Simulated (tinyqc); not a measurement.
CCD on RHF in the 6-31g basis, for H2, spin multiplicity 1, step by step. One step of it, computed by the program tinyqc.

Task: CCD: starting amplitudes. t_ij^ab = <ij||ab> / (e_i + e_j - e_a - e_b), whose energy is MP2.

orbital energies (hartree): MO1 -0.617344, MO2 0.256358, MO3 0.742701, MO4 1.503355

Two-electron integrals over orbitals (pq|rs), unique and non-zero (hartree):
```
(11|11) 0.676796    (21|21) 0.072584    (22|11) 0.431214    (22|22) 0.382432
(31|11) 0.176137    (31|22) 0.045097    (31|31) 0.112623    (32|21) -0.024662
(32|32) 0.038138    (33|11) 0.539073    (33|22) 0.376902    (33|31) 0.119100
(33|33) 0.461076    (41|21) -0.077552   (41|32) -0.014121   (41|41) 0.144824
(42|11) -0.143248   (42|22) -0.050326   (42|31) -0.069670   (42|33) -0.092365
(42|42) 0.062662    (43|21) -0.073333   (43|32) 0.003625    (43|41) 0.120156
(43|43) 0.114897    (44|11) 0.691886    (44|22) 0.439801    (44|31) 0.209017
(44|33) 0.556858    (44|42) -0.166585   (44|44) 0.772436
```

Give: Starting amplitudes; correlation energy.

Result:

Starting amplitudes (spin orbitals 1a, 1b, ...; amplitudes related by a flip of all spins are not repeated):
```
from      to        t
1a 1b  2a 2b  -0.0415
1a 1b  3a 3b  -0.0414
1a 1b  4a 4b  -0.0341
1a 1b  2a 4b   0.0259
```

correlation energy = -0.016640 hartree
